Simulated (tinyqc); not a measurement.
Raising U: Hubbard chain of 2 sites, mean field against exact. Computed by the program tinyqc. 

one-body matrix (hopping and site energies) (eV):
```
         1        2
1   0.0000  -1.1000
2  -1.1000   0.0000
```

electrons, up and down: 1  1

Collinear unrestricted mean field (the lowest of 40 random starts) against exact diagonalisation.

Exact and mean-field results (eV):
```
U            U/t    E exact  E mean field  mean |n_up - n_down|  double occupancy, exact  first gap in the sector
0.5500    0.5000  -1.942121     -1.925000                0.0000                   0.2190                   1.9421
1.1000    1.0000  -1.717708     -1.650000                0.0000                   0.1894                   1.7177
2.2000    2.0000  -1.359675     -1.100000                0.0005                   0.1382                   1.3597
3.3000    3.0000  -1.100000     -0.733333                0.7454                   0.1000                   1.1000
4.4000    4.0000  -0.911270     -0.550000                0.8660                   0.0732                   0.9113
6.6000    6.0000  -0.666106     -0.366667                0.9428                   0.0420                   0.6661
8.8000    8.0000  -0.519350     -0.275000                0.9682                   0.0264                   0.5193
13.2000  12.0000  -0.357011     -0.183333                0.9860                   0.0128                   0.3570
22.0000  20.0000  -0.217843     -0.110000                0.9950                   0.0049                   0.2178
```

In absolute terms mean field is worst at U/t = 3.0, 0.367 eV too high: at small U it is nearly exact, and at large U it misses only exchange-scale energies. For the symmetric dimer the instability lies at U = 2t. Its local moments set in at U/t = 3.0 of those listed, a broken symmetry that the exact state of a finite cluster with equal spins does not have. Relative to the exact energy its error is 0.9 % at the smallest U, 50 % at most and 50 % at the largest. The double occupancy falls from 0.219 to 0.005; at the largest U the first gap is 0.99 times the exchange scale 4t^2/U.
